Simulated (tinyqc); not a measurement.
p-n diode with diffusion and depletion-layer recombination: course of the iteration.

Abrupt junction in the depletion approximation, low injection, full ionisation, neutral widths fixed, ohmic contact on the p side. Vj is the junction voltage; where a series resistance Rs is given, V = Vj + J Rs is the terminal voltage.

Start: Vj = V.

Diffusion current alone: J = J0 (exp(Vj/Vt) - 1), g = Vj + J Rs - V, g' = 1 + Rs J0 exp(Vj/Vt)/Vt, Vj(new) = Vj - g/g'.

Stop when the step is below 1e-10 V, or after 80 iterations.

Values chosen for this exercise; band and dielectric values close to those of silicon:

| symbol | value | unit | meaning |
|---|---|---|---|
| T | 250 | K | temperature |
| Rs | 0.00063 | ohm cm^2 | series resistance |
| V | 1.13 | V | terminal voltage |

Constants: q = 1.602176634e-19 C, kB = 1.380649e-23 J/K, Vt = kB T/q. Results are converted to the units shown.

J0 = J0n + J0p = 8.78268e-15 A/cm^2

Course of the iteration:
```
iteration	Vj before the step (V)	step (V)
1	1.13	-0.0215
2	1.10846	-0.0215
3	1.08691	-0.0215
4	1.06537	-0.0215
5	1.04383	-0.0215
6	1.02228	-0.0215
7	1.00074	-0.0215
8	0.979202	-0.0215
9	0.957671	-0.0215
10	0.936165	-0.0214
11	0.914734	-0.0212
12	0.893525	-0.0206
13	0.872954	-0.0188
14	0.854121	-0.0147
15	0.839421	-7.65e-3
16	0.831774	-1.62e-3
17	0.830156	-5.96e-5
18	0.830097	-7.71e-8
19	0.830097	-1.29e-13
```

Did this iteration meet its convergence test, and what does its course show?

Yes. Converged in 19 iterations. In 11 iterations the step is within 3 % of -Vt = -21.5 mV: far above the solution the exponential dominates and a Newton step lowers its exponent by one.

Range of the model: At the terminal voltage used the injected minority density exceeds a tenth of the lighter doping, so the low-injection formulas overstate the current.

Computed by the program tinyqc: `OMP_NUM_THREADS=1 python tinyqc.py 2260143 2260144 out.jsonl`, one thread of a shared Intel Xeon 2.30GHz, about 0.01 s for the whole run.
